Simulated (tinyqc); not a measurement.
Inside a calculation. Method: CCSD on RHF in the sto-3g basis, frozen core, for BeH2, spin multiplicity 1. One step of it, computed by the program tinyqc.

Question. Iteration 7 (converged): orbitals. Diagonalise F' = X^T F X, C = X C', fill 3 alpha and 3 beta electrons from the bottom; D = 2 C_occ C_occ^T. Each column has its largest component positive (the first on a tie).

converged F (hartree):
```
,1Be 1s,1Be 2s,1Be 2px,1Be 2py,1Be 2pz,2H 1s,3H 1s
1Be 1s,-4.531312,-1.289960,0.000000,0.000005,0.000494,-0.231832,-0.187383
1Be 2s,-1.289960,-0.592147,0.000000,-0.012420,-0.003514,-0.348321,-0.317993
1Be 2px,0.000000,0.000000,0.213616,0.000000,0.000000,0.000000,0.000000
1Be 2py,0.000005,-0.012420,0.000000,-0.140290,-0.000392,-0.307050,0.291775
1Be 2pz,0.000494,-0.003514,0.000000,-0.000392,0.213517,-0.005150,-0.004785
2H 1s,-0.231832,-0.348321,0.000000,-0.307050,-0.005150,-0.242875,-0.013004
3H 1s,-0.187383,-0.317993,0.000000,0.291775,-0.004785,-0.013004,-0.214334
```

X:
```
,1Be 1s,1Be 2s,1Be 2px,1Be 2py,1Be 2pz,2H 1s,3H 1s
1Be 1s,1.028520,-0.150325,0.000000,-0.001124,-0.000377,0.021112,0.020497
1Be 2s,-0.150325,1.158553,0.000000,0.019692,0.003380,-0.244014,-0.206486
1Be 2px,0.000000,0.000000,1.000000,0.000000,0.000000,0.000000,0.000000
1Be 2py,-0.001124,0.019692,0.000000,1.222784,0.000459,-0.330949,0.296174
1Be 2pz,-0.000377,0.003380,0.000000,0.000459,1.000087,-0.006216,-0.005381
2H 1s,0.021112,-0.244014,0.000000,-0.330949,-0.006216,1.194699,-0.056251
3H 1s,0.020497,-0.206486,0.000000,0.296174,-0.005381,-0.056251,1.156223
```

Give: F' = X^T F X; orbital energies; coefficients C; D after iteration 7.

Answer.

F' = X^T F X (hartree):
```
,1,2,3,4,5,6,7
1,-4.422,-0.700,0.000,0.001,0.000,-0.009,0.005
2,-0.700,-0.152,0.000,0.010,0.001,-0.289,-0.259
3,0.000,0.000,0.214,0.000,0.000,0.000,0.000
4,0.001,0.010,0.000,0.207,0.000,-0.386,0.360
5,0.000,0.001,0.000,0.000,0.214,-0.006,-0.006
6,-0.009,-0.289,0.000,-0.386,-0.006,0.050,-0.067
7,0.005,-0.259,0.000,0.360,-0.006,-0.067,0.033
```

orbital energies (hartree): MO1 -4.535, MO2 -0.417, MO3 -0.370, MO4 0.213, MO5 0.214, MO6 0.347, MO7 0.690

coefficients C:
```
,MO1,MO2,MO3,MO4,MO5,MO6,MO7
1Be 1s,0.992,-0.208,-0.042,0.014,0.000,-0.228,-0.018
1Be 2s,0.031,0.597,0.132,-0.057,0.000,1.037,0.117
1Be 2px,0.000,0.000,0.000,0.000,1.000,0.000,0.000
1Be 2py,0.000,0.100,-0.485,0.001,0.000,-0.066,1.201
1Be 2pz,0.000,0.005,0.001,0.998,0.000,0.061,0.004
2H 1s,-0.004,0.470,-0.339,0.028,0.000,-0.676,-0.898
3H 1s,-0.004,0.296,0.509,0.030,0.000,-0.761,0.737
```

D after iteration 7:
```
,1Be 1s,1Be 2s,1Be 2px,1Be 2py,1Be 2pz,2H 1s,3H 1s
1Be 1s,2.058,-0.198,0.000,-0.001,-0.002,-0.175,-0.173
1Be 2s,-0.198,0.749,0.000,-0.009,0.006,0.471,0.488
1Be 2px,0.000,0.000,0.000,0.000,0.000,0.000,0.000
1Be 2py,-0.001,-0.009,0.000,0.491,0.000,0.423,-0.435
1Be 2pz,-0.002,0.006,0.000,0.000,0.000,0.004,0.004
2H 1s,-0.175,0.471,0.000,0.423,0.004,0.673,-0.066
3H 1s,-0.173,0.488,0.000,-0.435,0.004,-0.066,0.693
```
